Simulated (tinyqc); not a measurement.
Donor in an ellipsoidal valley (Kohn-Luttinger variational method). From 2p0 binding energy back to longitudinal mass m_l. Computed by tinyqc, a small Python program. Command: `OMP_NUM_THREADS=1 python tinyqc.py 3003168 3003169 out.jsonl kohnlutt inv`. One thread of a shared host (Intel(R) Xeon(R) Processor @ 2.30GHz), about 0.1 s of CPU time with the checks.

H = -(d^2/dx^2 + d^2/dy^2) - gamma d^2/dz^2 - 2/r in units built on m_t, with gamma = m_t/m_l and z along the valley axis. One valley; no valley-orbit or central-cell term.

Inputs (values chosen for the exercise, modelled on germanium): transverse mass m_t = 0.0802 m_0; dielectric constant eps = 15.5.

Constants: Ry = 13.605693123 eV; a_0 = 0.529177210903 angstrom.

Method. Ry* = Ry m_t/eps^2, a* = a_0 eps/m_t, gamma = m_t/m_l. Gaussian basis: g = P exp(-al (x^2 + y^2) - be z^2) with P = 1 (s-like), z (2p0) or x (2p+-); al = 0.004 x 2.6^k, k = 0..11, and be/al = 1, gamma^(-1/2) or 1/gamma (36 functions); 1/r = (2/sqrt(pi)) int exp(-t^2 r^2) dt by 48 Gauss-Legendre points after t = sqrt(al_i + al_j) tan(theta); overlap eigenvalues below 1e-10 are dropped.

Task: A run gave the result below. Find the longitudinal mass m_l, known to lie between 1.1 and 1.8 m_0.

2p0 binding energy = 4.4931 meV

Result:

Each step takes the trial c = (a f_b - b f_a)/(f_b - f_a), f being the result less the target and a, b, c the logarithms of the listed values; c replaces end b, the old b replaces a if the sign of f changed, and otherwise f_a is halved.

Scan of the range:
```
longitudinal mass m_l (m_0)  2p0 binding energy (meV)
1.10                                          4.05938
1.19                                          4.18012
1.30                                          4.31759
1.41                                          4.44545
1.53                                          4.57544
1.66                                          4.70658
1.80                                          4.83802
```

False position (Illinois rule, in the logarithm of the input) inside the bracket:
```
step    end a    end b    trial  2p0 binding energy (meV)
1     1.41000  1.53000  1.45285                   4.49294
2     1.53000  1.45285  1.45300                   4.49310
3     1.53000  1.45300  1.45300                   4.49310
4     1.45300  1.45300  1.45300                   4.49310
```

2p0 binding energy rises at every point of a 13-point scan of the range (every second point is shown), so one value fits; it is bracketed by 1.41 and 1.53. Answer: longitudinal mass m_l = 1.453 m_0.
